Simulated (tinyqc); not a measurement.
Critical temperature from a phonon spectrum: McMillan, Allen-Dynes and the linearised Eliashberg equation: one step, computed by the program tinyqc. Command: `OMP_NUM_THREADS=1 python tinyqc.py 3014753 3014754 out.jsonl eliashberg walk`. One thread of a shared host (Intel(R) Xeon(R) Processor @ 2.30GHz), about 0.01 s of CPU time with the checks.

alpha^2 F(omega) = sum_i (lambda_i omega_i/2) delta(omega - omega_i), so that lambda = 2 int alpha^2 F/omega d omega = sum_i lambda_i.

Problem. Largest eigenvalue of the small kernel. K is the kernel of the linearised Eliashberg equation on the Matsubara points omega_n = (2n + 1) pi k_B T; T_c is where its largest eigenvalue rho is zero. Diagonalise K; at rho = 0 the eigenvector c is the gap function Delta_n/omega_n up to a factor; away from it Delta_n/Delta_0 = (2n + 1) c_n/c_0 is only an estimate.

Inputs (values chosen for the exercise, for a model metal): trial temperature = 9.36 K.

Peaks in alpha^2 F: three.

K, lower triangle (symmetric):
```
         1         2         3          4          5
1  0.13493
2  2.19942  -5.47174
3  1.52099   1.72152  -9.94117
4  1.04309   1.18053   1.47968  -13.68538
5  0.70263   0.80126   1.00772    1.35437  -16.95113
```

Give: largest eigenvalue rho; Delta_n/Delta_0.

Solution.

largest eigenvalue rho = 1.524

Delta_n/Delta_0: 1.000  1.193  1.078  0.891  0.687

rho > 0: in this small matrix the trial temperature lies below T_c.
